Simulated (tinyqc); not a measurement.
# Changing the wafer spacing s

Model: thermal and gravitational stress in a wafer during furnace and rapid thermal processing, and the onset of slip. Computed by tinyqc, a small Python program. Command: `OMP_NUM_THREADS=1 python tinyqc.py 3004778 3004779 out.jsonl slip sweep`. One thread of a shared host (Intel(R) Xeon(R) Processor @ 2.30GHz), about 0.01 s of CPU time with the checks.

A thin free disc in plane stress, isotropic; T(r) = T_centre + dT (r/R)^n with n = 2. Stress is positive in tension; sigma_SB = 5.670374419e-8 W/(m^2 K^4), g = 9.80665 m/s^2.

Inputs (values chosen for the exercise, modelled on silicon):
```
quantity                              value        unit
wafer radius R                          150          mm
thickness t                             775  micrometre
Young's modulus E                       156         GPa
expansion alpha                        4.12      1e-6/K
temperature T                          1450           K
prefactor A of the critical stress  0.00026         MPa
energy U of the critical stress        1.09          eV
density rho                            2330      kg/m^3
heat capacity c                         921    J/(kg K)
conductivity k                         23.1     W/(m K)
ramp rate                               1.5       K/min
```

Constants: k_B = 8.617333262e-05 eV/K.

Method. Critical resolved stress tau_c = A exp(U/(k_B T)), a form chosen for the exercise; slip when 0.492799 |s_tt(R)| > tau_c; allowed |dT| = tau_c (n + 2)/(0.492799 n alpha E). In a stack heated from the rim, heat flows inward by conduction and by radiation between wafers: k_eff = k + (16/3) sigma_SB T^3 s^2/t (a diffusion estimate with the spacing as path length). A steady ramp gives the parabolic lag dT = rho c (ramp) R^2/(4 k_eff); the allowed ramp uses n = 2.

One run for each value:
```
wafer spacing s (mm)  allowed ramp rate (K/min)  k_eff (W/(m K))  lag of the centre (K)
2.0                                       1.397             27.9                 10.832
2.9                                       1.660             33.1                  9.116
4.3                                       2.261             45.1                  6.692
6.4                                       3.602             71.8                  4.201
9.4                                       6.430            128.2                  2.354
14.0                                     12.851            256.3                  1.178
20.0                                     25.021            499.0                  0.605
30.0                                     54.850           1093.8                  0.276
```

Over the rows, allowed ramp rate (K/min) rises from 1.40 to 54.8 (exponent d ln y / d ln x 0.46 between the first rows and 1.9 between the last); k_eff (W/(m K)) rises from 27.9 to 1090 (exponent d ln y / d ln x 0.46 between the first rows and 1.9 between the last); lag of the centre (K) falls from 10.8 to 0.276 (exponent d ln y / d ln x -0.46 between the first rows and -1.9 between the last). At the high end the exponent of allowed ramp rate is 1.94, close to 2: radiation rules.
